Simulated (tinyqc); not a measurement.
Worked calculation: UKS/PBE0 in the sto-6g basis, for H4+, spin multiplicity 2. One step of it, computed by the program tinyqc.

Question. Iteration 2 (converged): orbitals. Diagonalise F' = X^T F X, C = X C', fill 2 alpha and 1 beta electrons from the bottom; D(s) = C_occ C_occ^T. Each column has its largest component positive (the first on a tie).

F(alpha) (hartree), lower triangle:
```
           1H 1s      2H 1s      3H 1s      4H 1s
1H 1s  -0.633696
2H 1s  -0.289750  -0.633696
3H 1s  -0.454718  -0.181636  -0.633696
4H 1s  -0.181636  -0.454718  -0.289750  -0.633696
```

F(beta) (hartree), lower triangle:
```
           1H 1s      2H 1s      3H 1s      4H 1s
1H 1s  -0.535320
2H 1s  -0.294874  -0.535320
3H 1s  -0.401770  -0.189693  -0.535320
4H 1s  -0.189693  -0.401770  -0.294874  -0.535320
```

X:
```
               1          2          3         4
1H 1s   0.725383   0.585730   0.505417  0.370879
2H 1s  -0.725383   0.585730  -0.505417  0.370879
3H 1s  -0.725383  -0.585730   0.505417  0.370879
4H 1s   0.725383  -0.585730  -0.505417  0.370879
```

Give: F' = X^T F X; orbital energies; coefficients C; F' = X^T F X; orbital energies; coefficients C; D(alpha) after iteration 2; D(beta) after iteration 2.

Answer.

F' = X^T F X (alpha) (hartree), lower triangle:
```
         1        2        3        4
1  -0.1492
2   0.0000  -0.3940
3   0.0000   0.0000  -0.6305
4   0.0000   0.0000   0.0000  -0.8582
```

orbital energies (alpha) (hartree): MO1 -0.8582, MO2 -0.6305, MO3 -0.3940, MO4 -0.1492

coefficients C (alpha):
```
          MO1      MO2      MO3      MO4
1H 1s  0.3709   0.5054   0.5857   0.7254
2H 1s  0.3709  -0.5054   0.5857  -0.7254
3H 1s  0.3709   0.5054  -0.5857  -0.7254
4H 1s  0.3709  -0.5054  -0.5857   0.7254
```

F' = X^T F X (beta) (hartree), lower triangle:
```
         1        2        3        4
1  -0.0597
2   0.0000  -0.3276
3   0.0000   0.0000  -0.4624
4   0.0000   0.0000   0.0000  -0.7822
```

orbital energies (beta) (hartree): MO1 -0.7822, MO2 -0.4624, MO3 -0.3276, MO4 -0.0597

coefficients C (beta):
```
          MO1      MO2      MO3      MO4
1H 1s  0.3709   0.5054   0.5857   0.7254
2H 1s  0.3709  -0.5054   0.5857  -0.7254
3H 1s  0.3709   0.5054  -0.5857  -0.7254
4H 1s  0.3709  -0.5054  -0.5857   0.7254
```

D(alpha) after iteration 2, lower triangle:
```
         1H 1s    2H 1s    3H 1s   4H 1s
1H 1s   0.3930
2H 1s  -0.1179   0.3930
3H 1s   0.3930  -0.1179   0.3930
4H 1s  -0.1179   0.3930  -0.1179  0.3930
```

D(beta) after iteration 2, lower triangle:
```
        1H 1s   2H 1s   3H 1s   4H 1s
1H 1s  0.1376
2H 1s  0.1376  0.1376
3H 1s  0.1376  0.1376  0.1376
4H 1s  0.1376  0.1376  0.1376  0.1376
```
